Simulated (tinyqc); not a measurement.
Dispersion and weight of the plasmon: plasmons of a degenerate electron gas in the random-phase approximation.

Zero temperature, parabolic band: kF = (3 pi^2 n)^(1/3), EF = c kF^2/m, Ep^2 = 8 pi c e2 n/(m eb), qTF^2 = 6 pi e2 n/(eb EF), c = hbar^2/2m0, e2 = e^2/(4 pi eps0), n in 1/angstrom^3 (1e-24 per 1/cm^3).

Lindhard function: eps(q, E)/eb = 1 + (qTF/q)^2 (f1 + i f2) with z = q/(2 kF), u = E/(hbar vF q), hbar vF = 2 c kF/m; f1 = 1/2 + [h(z - u) + h(z + u)]/(8 z), h(x) = (1 - x^2) ln|(x + 1)/(x - 1)|; f2 = pi u/2 for z + u < 1, (pi/(8 z))(1 - (z - u)^2) for |z - u| < 1 < z + u, else 0. Pairs exist for c (q^2 - 2 q kF)/m < E < c (q^2 + 2 q kF)/m.

Constants: hbar^2/2m0 = 3.80998211 eV angstrom^2; e^2/(4 pi eps0) = 14.39964547 eV angstrom.

Values chosen for the exercise (out of a larger set: a free-electron density near that of K; not measured data): n = 1.41e+22 1/cm^3 (electron density); m = 1 m0 (mass); eb = 1 (background dielectric constant).

Short formula: E^2 = Ep^2 + (3/5)(hbar vF q)^2 + (c q^2/m)^2; qc is where the plasmon meets the top of the continuum. The weight is the share of the f-sum that the plasmon carries, 2E/(Ep^2 d(eps/eb)/dE); a dash marks no undamped root.

Energies (eV):
```
q (1/angstrom)   q/kF  top of continuum  plasmon  short formula  weight
0.0759          0.102            0.4542    4.422          4.422   1.000
0.190           0.254             1.220    4.491          4.490   1.000
0.304           0.407             2.083    4.627          4.622   0.998
0.418           0.559             3.046    4.849          4.825   0.988
0.531           0.710             4.098    5.185          5.107   0.955
0.607           0.812             4.861    5.503          5.346   0.898
0.683           0.914             5.667    5.926          5.628   0.770
0.736           0.985             6.255    6.312          5.852   0.561
0.835           1.117             7.412        -          6.330       -
0.987           1.321             9.333        -          7.223       -
```

qc = 0.7591 1/angstrom

Ep = 4.409 eV. The plasmon rises from 4.422 to 6.312 eV just before qc, 43 % above Ep. The short formula errs by -0.48 % at q/kF = 0.56 and -7.29 % next to qc. The weight falls from 1.000 to 0.561 as pairs take over the sum. At rs = 4.9 exchange and correlation, left out here, flatten the dispersion, and core polarisation lowers Ep in a real metal.

Program tinyqc; command `OMP_NUM_THREADS=1 python tinyqc.py 1650765 1650766 out.jsonl`; about 0.01 s on one thread of a shared Intel(R) Xeon(R) Processor @ 2.30GHz.
